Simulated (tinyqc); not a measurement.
Heavy and light holes: cyclotron masses of warped hole bands.

Inputs chosen for the exercise (near those of Si; the results hold for these values, not for the real material): g1 = 4.32 (Luttinger gamma1); g2 = 0.34 (gamma2); g3 = 1.45 (gamma3); ths = (0, 10, 25, 35, 55, 70, 90) degrees (angles).

E = c k^2 f(n) with f = g1 -/+ 2 sqrt(g2^2 + 3 (g3^2 - g2^2)(nx^2 ny^2 + ny^2 nz^2 + nz^2 nx^2)). For the orbit through k = 0 perpendicular to b = (sin(theta)/sqrt2, sin(theta)/sqrt2, cos(theta)), mc is the mean of 1/f over the directions n in that plane (180 evenly spaced angles). Quantum effects of the lowest levels are left out.

Cyclotron masses (m0):
```
theta (degrees)   heavy   light
0                0.4121  0.1668
25               0.4802  0.1550
35               0.5231  0.1500
55               0.5600  0.1459
70               0.5500  0.1481
90               0.5368  0.1534
```

Give the missing row, theta (degrees) = 10.

Computed row:
```
theta (degrees)   heavy   light
10               0.4249  0.1639
```

The heavy mass varies by 36 % over the table, with its largest listed value at 55 degrees ([111] lies at 54.7) and its smallest at 0; the light mass varies by 14.3 %. The warping term enters both with the same size, but it is set against a small inverse mass in one and a large one in the other (along [111], g1 - 2 g3 = 1.42 and g1 + 2 g3 = 7.22).

Computed by tinyqc, a small Python program: `OMP_NUM_THREADS=1 python tinyqc.py 1280738 1280739 out.jsonl` (the numbers bound the seed that draws the inputs); one thread of a shared host (Intel(R) Xeon(R) Processor @ 2.30GHz), about 0.01 s for the whole set of steps.
